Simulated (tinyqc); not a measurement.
Which coupling does what: hole subbands of a hard-walled well, four-band Luttinger model.

Hole energies are counted downwards from the unstrained band edge, c = hbar^2/2m0. After the usual block transformation one block is H = [[P + Q - Zs, R - i S], [R + i S, P - Q + Zs]] in (heavy, light), with P +/- Q = c [(g1 +/- g2) k^2 + (g1 -/+ 2 g2) kz^2], R = sqrt(3) c gR k^2, S = 2 sqrt(3) c g3 k kz, kz = -i d/dz; axial approximation gR = (g2 + g3)/2. Zs = b (e_par - e_perp) is the shear part of the strain (the hydrostatic part shifts all levels alike and is left out). Basis sqrt(2/L) sin(n pi z/L), n = 1 to N, for each component: kz^2 gives (n pi/L)^2 and the heavy-light block is R delta_nm - 2 sqrt(3) c g3 k D_nm with D_nm = 4 n m/(L (n^2 - m^2)) for n + m odd, 0 otherwise. The other block has the same levels. The split-off band is left out.

Constants: hbar^2/2m0 = 3.80998211 eV angstrom^2.

Parameters, chosen for this exercise (near those of GaAs; the results hold for these values, not for the real material):

| symbol | value | unit | meaning |
|---|---|---|---|
| g1 | 6.99 |  | Luttinger gamma1 |
| g2 | 2.06 |  | gamma2 |
| g3 | 2.94 |  | gamma3 |
| L | 60 | angstrom | well width along [001] |
| Zs | 0 | eV | shear strain energy |
| k | 0.0561 | 1/angstrom | wave vector in the plane |

N = 20, at the given k. Diagonal: R = S = 0. Along [100] and [110] gR is g2 and g3 instead of their mean.

Hole energies (meV):

| model | E1 | E2 | E3 | E4 |
|---|---|---|---|---|
| diagonal | 138.49 | 175.16 | 228.43 | 378.32 |
| R alone | 101.76 | 211.89 | 219.55 | 374.62 |
| S alone | 88.27 | 106.88 | 248.20 | 262.14 |
| axial | 63.29 | 115.38 | 247.57 | 270.68 |
| [100] | 69.54 | 114.37 | 247.82 | 267.93 |
| [110] | 56.69 | 115.80 | 247.23 | 273.94 |

The couplings move E1 by -75.20 meV: R alone by -36.73, S alone by -50.22, so S matters more at k L/pi = 1.07 (R grows as k^2 and joins equal n, S as k and joins n of opposite parity). Warping spreads E1 by 12.85 meV between [100] and [110], the hole being heavier along [110]; the axial value lies between them.

Computed by tinyqc, a small Python program: `OMP_NUM_THREADS=1 python tinyqc.py 1280742 1280743 out.jsonl` (the numbers bound the seed that draws the inputs); one thread of a shared host (Intel(R) Xeon(R) Processor @ 2.30GHz), about 0.1 s for the whole set of steps.
